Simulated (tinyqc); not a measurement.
Worked calculation: empirical pseudopotential in a few plane waves. Computed by tinyqc, a small Python program that keeps every step. Settings: plane-wave index or count = 15. Command: `OMP_NUM_THREADS=1 python tinyqc.py 27814 27815 out.jsonl` (the two numbers bound the seeds that draw the settings). One thread of a shared host (Intel(R) Xeon(R) Processor @ 2.60GHz), about 0.2 s of CPU time with the checks.

## Bloch Hamiltonian at k

Parameters chosen for this model: fcc lattice, atoms at +/- a/8 (1,1,1); form factors in rydberg at |G|^2 in units of (2 pi/a)^2:

| parameter | value | unit |
|---|---|---|
| a | 5.350000 | angstrom |
| VS(3) | -0.238000 | Ry |
| VS(8) | 0.056000 | Ry |
| VS(11) | 0.042000 | Ry |
| VA(3) | 0.119000 | Ry |
| VA(4) | 0.042000 | Ry |
| VA(11) | 0.032000 | Ry |
| hbar^2/2m (2 pi/a)^2 | 5.255029 | eV |

k point k (2 pi / a): 0.4500  0.1400  0.5700

Basis: the 15 shortest G (labels in 2 pi/a), the same at every k. H(G,G') = c |k + G|^2 delta + VS(|G-G'|^2) cos((G-G').tau) + i VA sin((G-G').tau), tau = a/8 (1,1,1); 1 Ry = 13.605693 eV.

H(k) at k (eV):
```
                 +0+0+0           -1-1-1           -1-1+1           -1+1-1
+0+0+0           2.8745   2.2897+1.1449i  -2.2897+1.1449i  -2.2897+1.1449i
-1-1-1   2.2897-1.1449i           6.4479   0.0000-0.5714i   0.0000-0.5714i
-1-1+1  -2.2897-1.1449i   0.0000+0.5714i          18.4294           0.7619
-1+1-1  -2.2897-1.1449i   0.0000+0.5714i           0.7619           9.3907
-1+1+1  -2.2897+1.1449i          -0.7619   0.0000+0.5714i   0.0000+0.5714i
+1-1-1  -2.2897-1.1449i   0.0000+0.5714i           0.7619           0.7619
+1-1+1  -2.2897+1.1449i          -0.7619   0.0000+0.5714i           0.0000
+1+1-1  -2.2897+1.1449i          -0.7619           0.0000   0.0000+0.5714i
+1+1+1   2.2897+1.1449i           0.0000          -0.7619          -0.7619
-2+0+0   0.0000-0.5714i  -2.2897+1.1449i  -2.2897-1.1449i  -2.2897-1.1449i
+0-2+0   0.0000-0.5714i  -2.2897+1.1449i  -2.2897-1.1449i   0.4041-0.3079i
+0+0-2   0.0000-0.5714i  -2.2897+1.1449i   0.4041-0.3079i  -2.2897-1.1449i
+0+0+2   0.0000+0.5714i  -0.4041-0.3079i   2.2897+1.1449i  -0.4041+0.3079i
+0+2+0   0.0000+0.5714i  -0.4041-0.3079i  -0.4041+0.3079i   2.2897+1.1449i
+2+0+0   0.0000+0.5714i  -0.4041-0.3079i  -0.4041+0.3079i  -0.4041+0.3079i

                 -1+1+1           +1-1-1           +1-1+1           +1+1-1
+0+0+0  -2.2897-1.1449i  -2.2897+1.1449i  -2.2897-1.1449i  -2.2897-1.1449i
-1-1-1          -0.7619   0.0000-0.5714i          -0.7619          -0.7619
-1-1+1   0.0000-0.5714i           0.7619   0.0000-0.5714i           0.0000
-1+1-1   0.0000-0.5714i           0.7619           0.0000   0.0000-0.5714i
-1+1+1          21.3722           0.0000           0.7619           0.7619
+1-1-1           0.0000          15.9070   0.0000-0.5714i   0.0000-0.5714i
+1-1+1           0.7619   0.0000+0.5714i          27.8884           0.7619
+1+1-1           0.7619   0.0000+0.5714i           0.7619          18.8498
+1+1+1   0.0000+0.5714i          -0.7619   0.0000+0.5714i   0.0000+0.5714i
-2+0+0   2.2897-1.1449i   0.4041-0.3079i  -0.4041-0.3079i  -0.4041-0.3079i
+0-2+0  -0.4041-0.3079i  -2.2897-1.1449i   2.2897-1.1449i  -0.4041-0.3079i
+0+0-2  -0.4041-0.3079i  -2.2897-1.1449i  -0.4041-0.3079i   2.2897-1.1449i
+0+0+2  -2.2897+1.1449i  -0.4041+0.3079i  -2.2897+1.1449i   0.4041+0.3079i
+0+2+0  -2.2897+1.1449i  -0.4041+0.3079i   0.4041+0.3079i  -2.2897+1.1449i
+2+0+0   0.4041+0.3079i   2.2897+1.1449i  -2.2897+1.1449i  -2.2897+1.1449i

                 +1+1+1           -2+0+0           +0-2+0           +0+0-2
+0+0+0   2.2897-1.1449i   0.0000+0.5714i   0.0000+0.5714i   0.0000+0.5714i
-1-1-1           0.0000  -2.2897-1.1449i  -2.2897-1.1449i  -2.2897-1.1449i
-1-1+1          -0.7619  -2.2897+1.1449i  -2.2897+1.1449i   0.4041+0.3079i
-1+1-1          -0.7619  -2.2897+1.1449i   0.4041+0.3079i  -2.2897+1.1449i
-1+1+1   0.0000-0.5714i   2.2897+1.1449i  -0.4041+0.3079i  -0.4041+0.3079i
+1-1-1          -0.7619   0.4041+0.3079i  -2.2897+1.1449i  -2.2897+1.1449i
+1-1+1   0.0000-0.5714i  -0.4041+0.3079i   2.2897+1.1449i  -0.4041+0.3079i
+1+1-1   0.0000-0.5714i  -0.4041+0.3079i  -0.4041+0.3079i   2.2897+1.1449i
+1+1+1          30.8313  -0.4041-0.3079i  -0.4041-0.3079i  -0.4041-0.3079i
-2+0+0  -0.4041+0.3079i          14.4356           0.7619           0.7619
+0-2+0  -0.4041+0.3079i           0.7619          20.9518           0.7619
+0+0-2  -0.4041+0.3079i           0.7619           0.7619          11.9132
+0+0+2  -2.2897-1.1449i          -0.7619          -0.7619           0.0000
+0+2+0  -2.2897-1.1449i          -0.7619           0.0000          -0.7619
+2+0+0  -2.2897-1.1449i           0.0000          -0.7619          -0.7619

                 +0+0+2           +0+2+0           +2+0+0
+0+0+0   0.0000-0.5714i   0.0000-0.5714i   0.0000-0.5714i
-1-1-1  -0.4041+0.3079i  -0.4041+0.3079i  -0.4041+0.3079i
-1-1+1   2.2897-1.1449i  -0.4041-0.3079i  -0.4041-0.3079i
-1+1-1  -0.4041-0.3079i   2.2897-1.1449i  -0.4041-0.3079i
-1+1+1  -2.2897-1.1449i  -2.2897-1.1449i   0.4041-0.3079i
+1-1-1  -0.4041-0.3079i  -0.4041-0.3079i   2.2897-1.1449i
+1-1+1  -2.2897-1.1449i   0.4041-0.3079i  -2.2897-1.1449i
+1+1-1   0.4041-0.3079i  -2.2897-1.1449i  -2.2897-1.1449i
+1+1+1  -2.2897+1.1449i  -2.2897+1.1449i  -2.2897+1.1449i
-2+0+0          -0.7619          -0.7619           0.0000
+0-2+0          -0.7619           0.0000          -0.7619
+0+0-2           0.0000          -0.7619          -0.7619
+0+0+2          35.8761           0.7619           0.7619
+0+2+0           0.7619          26.8374           0.7619
+2+0+0           0.7619           0.7619          33.3537
```

## Levels at k

Diagonalise the Hermitian matrix.

eigenvalues (eV): -1.5242  5.4988  8.1738  9.8927  14.7516  16.1675  17.7711  18.8475  20.9152  23.7591  26.4430  28.4525  31.6820  34.7471  39.7812

## Bands along a path

The same steps at evenly spaced points between the labelled ones.

Bands along the path (eV), lowest eight:

| k | band 1 | band 2 | band 3 | band 4 | band 5 | band 6 | band 7 | band 8 |
|---|---|---|---|---|---|---|---|---|
| L | -1.2887 | 4.4812 | 10.3470 | 10.3470 | 13.2416 | 15.9228 | 15.9228 | 21.1331 |
| L-G 0.25 | -1.9082 | 5.4161 | 10.3805 | 10.3805 | 13.3080 | 15.9617 | 15.9617 | 21.1489 |
| L-G 0.50 | -2.6423 | 7.2772 | 10.6680 | 10.6680 | 13.7190 | 16.1787 | 16.1787 | 18.9351 |
| L-G 0.75 | -3.1606 | 9.6030 | 11.0950 | 11.0950 | 14.2322 | 15.7814 | 15.7814 | 16.3150 |
| G | -3.3429 | 11.3368 | 11.3368 | 11.3368 | 13.7428 | 15.3622 | 15.3622 | 15.3622 |
| G-X 0.25 | -3.0994 | 9.7165 | 10.6239 | 10.6239 | 14.5911 | 15.4287 | 16.5317 | 16.5317 |
| G-X 0.50 | -2.4010 | 7.5024 | 9.5657 | 9.5657 | 13.5205 | 15.2102 | 18.9160 | 18.9160 |
| G-X 0.75 | -1.3885 | 5.5664 | 8.8883 | 8.8883 | 12.8977 | 13.8082 | 21.7160 | 21.7160 |
| X | -0.5311 | 4.4832 | 8.7572 | 8.7572 | 12.7307 | 13.4531 | 24.7513 | 24.7908 |

With 4 band(s) filled, the highest filled level on these points lies at G and the lowest empty one at X: a gap of 1.3939 eV, indirect. This holds for the small fixed basis; with all plane waves up to |k + G|^2 = 21 (2 pi/a)^2 the gap along the path is 1.41 eV.

## Convergence with the number of plane waves

Levels at G counted from the fourth one.

Levels (eV):

| plane waves | level 1 | level 5 | level 8 |
|---|---|---|---|
| 9 | -17.1423 | 1.1429 | 4.0107 |
| 15 | -14.6797 | 2.4060 | 4.0253 |
| 27 | -13.8591 | 2.1063 | 4.2751 |
| 51 | -13.7883 | 2.0571 | 4.3241 |
| 59 | -13.7723 | 2.0853 | 4.1634 |
| 65 | -13.7700 | 2.0859 | 4.1421 |
| 89 | -13.7561 | 2.0845 | 4.1503 |
